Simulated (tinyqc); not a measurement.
Van der Pauw, Hall and four-point-probe measurements on a doped layer: two steps of the calculation.

A uniform p-type layer with sheet resistance Rs = 1/(q ns mu), point contacts, low field (mu B small).

Inputs (values chosen for the exercise):
- ns = 2.7e13 cm^-2 (sheet density of the layer)
- mu = 210 cm^2/(V s) (drift mobility)
- rH = 1.1 (Hall factor)
- B = 1 T (magnetic field)
- I = 10 uA (current)
- ar = 1.21 (side ratio a/b of a rectangular sample with corner contacts)

Constants: q = 1.602176634e-19 C. Results are converted to the units shown.

Task 1. Resistances and Hall voltage. Rs = 1/(q ns mu). For a rectangle with contacts at the corners, RA = (8 Rs/pi) sum_(k>=0) ln coth((2k + 1) pi a/(2 b)) with current along a short side b and voltage along the opposite one, RB the same with a and b exchanged; Hall voltage VH = rH B I/(q ns), negative for electrons.

Wanted: Rs; RA; RB; VH.

Result 1.

Rs = 1100.8 ohm/square
RA = 125.33 ohm
RB = 421.03 ohm
VH = 0.25428 mV

RB/RA = 3.36; for a square both equal Rs ln 2/pi = 243 ohm.

Task 2. New z. The van der Pauw equation exp(-pi RA z) + exp(-pi RB z) = 1 is solved for z = 1/Rs: e1 = exp(-pi RA z), e2 = exp(-pi RB z), f = e1 + e2 - 1, f' = -pi (RA e1 + RB e2), z(new) = z - f/f'.

z after iteration 1 = 0.90372766 mS
RA = 125.33441 ohm
RB = 421.03177 ohm

Give: e1; e2; f; f'; z after iteration 2.

Result 2.

e1 = 0.7006
e2 = 0.3026
f = 0.003175
f' = -0.6761 kohm
z after iteration 2 = 0.9084 mS

Program tinyqc, `OMP_NUM_THREADS=1 python tinyqc.py 2850177 2850178 out.jsonl`; Intel Xeon 2.30GHz, shared host, one thread, about 0.01 s.
